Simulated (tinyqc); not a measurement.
What moves the tail: Franz-Keldysh effect at a direct gap.

Parabolic bands, vertical transitions, no excitons. For each hole band j: mr = me mj/(me + mj); joint density of states J_j(E) = (mr/c)^(3/2) sqrt(E - Eg)/(2 pi^2), both spins, c = hbar^2/2m0; averaged matrix element |e.p|^2 = m0 Ep/6; alpha_j(E) = 4 pi^2 alpha_f c Ep J_j/(3 nr E) in 1/angstrom (alpha_f the fine-structure constant, listed as alpha among the constants), times 1e8 for 1/cm.

In a field Fd (1 kV/cm = 1e-5 V/angstrom) the electro-optic energy of band j is th = (c (e Fd)^2/mr)^(1/3), and sqrt(E - Eg) in J_j is replaced by pi sqrt(th) [Ai'(b)^2 - b Ai(b)^2] with b = (Eg - E)/th; Ai is the Airy function.

Constants: hbar^2/2m0 = 3.80998211 eV angstrom^2; fine-structure constant alpha = 0.007297352564.

Parameters, chosen for this exercise (near those of InGaAs; shifted at random, so the results belong to these values and not to a real crystal):
```
symbol  value   unit   meaning
Eg      0.745   eV     direct gap
me      0.0401  m0     electron mass
mhh     0.458   m0     heavy-hole mass
mlh     0.0541  m0     light-hole mass
Ep      22.9    eV     Kane energy
nr      3.6            refractive index
Fd      65      kV/cm  uniform field
det     15      meV    detuning below the gap
```

At E = Eg - det. Each row changes one parameter from the base and keeps the others.

Results:
```
case,th heavy (meV),alpha (1/cm)
base,35.212,409.1
Fd = 84.5 kV/cm,41.942,513.6
det = 25 meV,35.212,224.7
me = 0.0461 m0,33.747,457.5
mlh = 0.0703 m0,35.212,427.2
Ep = 25.2 eV,35.212,450.2
nr = 3.78,35.212,389.6
```

The largest shifts from the base row, up to three for each result and ties (the steps differ in size, so this ranks the rows, not the parameters). th heavy (meV): Fd +6.730, me -1.465; unchanged at the printed digits by det, mlh, Ep and nr. alpha (1/cm): det -184, Fd +105, me +48.4.

Program tinyqc; command `OMP_NUM_THREADS=1 python tinyqc.py 1650695 1650696 out.jsonl`; about 0.01 s on one thread of a shared Intel(R) Xeon(R) Processor @ 2.30GHz.
